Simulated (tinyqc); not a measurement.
Nanowire ballistic transistor, top-of-the-barrier model: one step of the calculation.

At the top of the source barrier, states moving towards the drain are filled by the source (Fermi level 0) and states moving back by the drain (Fermi level -q Vd); nothing scatters. U is the shift of the band edge there, set by the capacitances CG, CD and CS (the total) and by the charge. Parabolic one-dimensional subband; the source is grounded.

Problem. Current, mean velocity and share of the gate voltage. N0 = gv sqrt(2 m kB T/pi)/hbar, CG = 2 pi eps0 eox/ln(1 + 2 tox/d), CS = CG/aG, n0 = n at U = 0 and Vd = 0. eta1 = -(E0 + U)/Vt, eta2 = eta1 - Vd/Vt, n = (N0/2)[F_(-1/2)(eta1) + F_(-1/2)(eta2)], F_(-1/2)(x) = (1/sqrt(pi)) int_0^infinity u^(-1/2)/(1 + exp(u - x)) du. I = gv (2 q^2/h) Vt [ln(1 + exp eta1) - ln(1 + exp eta2)]. Mean velocity I/(q n). CQ = (q/Vt) dn/d(eta1); the band edge follows the gate as -dU/dVg = aG/(1 + CQ/CS).

Inputs (values chosen for the exercise); mass and valleys close to those of gallium nitride: temperature T = 400 K; effective mass m = 0.191 m0; valley degeneracy gv = 1; relative permittivity of the gate insulator eox = 16; insulator thickness tox = 5.1 nm; wire diameter d = 3 nm; gate control CG/CS aG = 0.96; band edge at the barrier top above the source Fermi level at zero bias E0 = 0.25 eV; drain voltage Vd = 0.2 V.

Constants: q = 1.602176634e-19 C, kB = 1.380649e-23 J/K, hbar = 1.054571817e-34 J s, h = 6.62607015e-34 J s, m0 = 9.1093837015e-31 kg, Vt = kB T/q, eps0 = 8.8541878128e-14 F/cm where lengths are in cm. Results are converted to the units shown.

converged U = -0.40453136 eV

Give: eta1; n; I; mean velocity; CQ; -dU/dVg.

Solution.

eta1 = 4.483
n = 2.996e6 cm^-1
I = 11.37 uA
mean velocity = 2.368e7 cm/s
CQ = 2.610 pF/cm
-dU/dVg = 0.6775 eV/V

The carriers from the source are degenerate (eta1 = 4.48), and the mean velocity is 1.67 times vT = sqrt(2 kB T/(pi m)) = 1.42e7 cm/s.

Program tinyqc, `OMP_NUM_THREADS=1 python tinyqc.py 2400126 2400127 out.jsonl`; Intel Xeon 2.30GHz, shared host, one thread, about 0.04 s.
